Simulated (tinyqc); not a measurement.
MOSFET with velocity saturation and source resistance: two steps of the calculation.

Strong inversion, charge Q = Cox (Vg - m V) at channel potential V with Vg the gate overdrive, and drift velocity v = mu E/(1 + mu E/vsat). Integrating along the channel gives I = mu Cox (1/L)(Vg Vd - m Vd^2/2)/(1 + Vd/Vc) per width, Vc = vsat L/mu, which peaks at Vdsat. Units: I in uA/um, Rs in ohm um, so the drop over Rs is 1e-6 I Rs volts.

Parameters, values chosen for the exercise: gate capacitance Cox = 0.78 uF/cm^2; mobility at low gate voltage mu0 = 110 cm^2/(V s); mobility degradation th = 0.4 1/V; saturation velocity vsat = 9.1e6 cm/s; body factor m = 1.1; threshold VT = 0.44 V; channel length L = 0.07 um; source resistance Rs = 100 ohm um; gate voltage Vgs = 1.2 V.

Problem 1. Saturation without source resistance. Vg = Vgs - VT (0 if negative), mu = mu0/(1 + th Vg), Vc = vsat L/mu, x = sqrt(1 + 2 Vg/(m Vc)), Vdsat = 2 Vg/(m (1 + x)), Isat = Cox vsat Vg (x - 1)/(x + 1) per width. Long-channel limit: mu Cox Vg^2/(2 m L); short-channel limit: Cox vsat Vg.

Wanted: Vg; mu; Vc; Vdsat; Isat; long-channel limit; short-channel limit.

Solution 1.

Vg = 0.76000 V
mu = 84.356 cm^2/(V s)
Vc = 0.75513 V
Vdsat = 0.51518 V
Isat = 137.21 uA/um
long-channel limit = 246.78 uA/um
short-channel limit = 539.45 uA/um

Problem 2. Saturation current with source resistance. Vg = Vgs - I Rs - VT (0 if negative), mu = mu0/(1 + th Vg), Vc = vsat L/mu, x = sqrt(1 + 2 Vg/(m Vc)), Vdsat = 2 Vg/(m (1 + x)), Isat = Cox vsat Vg (x - 1)/(x + 1) per width. I(new) = Isat.

I at the start = 0 uA/um

Find: Vg; mu; Vc; Vdsat; Isat; I after iteration 1.

Solution 2.

Vg = 0.76000 V
mu = 84.356 cm^2/(V s)
Vc = 0.75513 V
Vdsat = 0.51518 V
Isat = 137.21 uA/um
I after iteration 1 = 137.21 uA/um

Range of the model: At this length velocity overshoot and near-ballistic transport, left out here, matter.

tinyqc, about 0.01 s, one thread, Intel Xeon 2.30GHz (shared host): `OMP_NUM_THREADS=1 python tinyqc.py 2500041 2500042 out.jsonl`
